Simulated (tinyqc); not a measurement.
CMOS latch-up, two-transistor model: effect of the current gain of the pnp.

A parasitic pnp (emitter at Vdd, base shunted by Rw) and npn (emitter at ground, base shunted by Rs) feed each other: the npn collector current flows out of the pnp base node, the pnp collector current into the npn base node. Forward-active transistors with constant gains: Icn = Isn exp(Vn/Vt), Icp = Isp (exp(Vp/Vt) - 1). A current Ii is injected into the npn base node.

Node equations: Vp/Rw + Icp/bp = Icn and Vn/Rs + Icn/bn = Icp + Ii. Loop gain G = gn gp/[(1/Rw + gp/bp)(1/Rs + gn/bn)], gn = Icn/Vt, gp = (Icp + Isp)/Vt; the off state ends where G = 1, and Ii there is the trigger current. On state with both base-emitter voltages at Von: npn base current Ib = (Von/Rs + bp Von/Rw)/(bn bp - 1), holding current Ih = (bn + 1) Ib + Von/Rs, holding voltage Vh = Vsat + Von + R2 (Ib + Von/Rs).

Parameters, values chosen for the exercise; values close to those of bulk CMOS:

| symbol | value | unit | meaning |
|---|---|---|---|
| T | 293 | K | temperature |
| bn | 7.6 |  | current gain of the npn |
| Isn | 3e-15 | A | saturation current of the npn at T |
| Isp | 1.1e-15 | A | saturation current of the pnp at T |
| Rs | 660 | ohm | substrate resistance shunting the npn |
| Rw | 430 | ohm | well resistance shunting the pnp |
| R2 | 580 | ohm | resistance from the pnp collector to the npn base |
| Von | 0.73 | V | base-emitter voltage in the on state |
| Vsat | 0.09 | V | saturation voltage |
| Vdd | 2.5 | V | supply voltage |

Constants: q = 1.602176634e-19 C, kB = 1.380649e-23 J/K, Vt = kB T/q. Results are converted to the units shown.

Results:
```
bp    Vn at trigger (V)  trigger current (mA)  Ih (mA)  Vh (V)
0.15            0.69774                1.2310   84.693  7.0987
0.28            0.67957                1.2014   13.163  2.2747
0.52            0.67822                1.1970   6.9001  1.8523
0.97            0.67776                1.1953   4.8214  1.7121
3.4             0.67746                1.1940   3.4874  1.6221
6.4             0.67741                1.1938   3.2671  1.6073
12              0.67738                1.1937   3.1539  1.5996
```

Estimate the missing row, bp = 1.8.

Computed row:
```
bp   Vn at trigger (V)  trigger current (mA)  Ih (mA)  Vh (V)
1.8            0.67756                1.1945   3.9288  1.6519
```

With this row back in the table: As bp goes from 0.15 to 12, the trigger current falls from 1.23 to 1.19 mA, Ih falls from 84.7 to 3.15 mA and Vh falls from 7.10 to 1.60 V. Vh exceeds the supply Vdd = 2.5 V, which then cannot sustain a latched state, in 1 of the 8 rows. For bp = 0.079 the product of the gains is about one or less, so there is no latched state. For bp = 0.15 the holding current passes 50 mA, where high injection lowers the gains.

Computed by the program tinyqc: `OMP_NUM_THREADS=1 python tinyqc.py 2670117 2670118 out.jsonl`, one thread of a shared Intel Xeon 2.30GHz, about 0.07 s for the whole run.
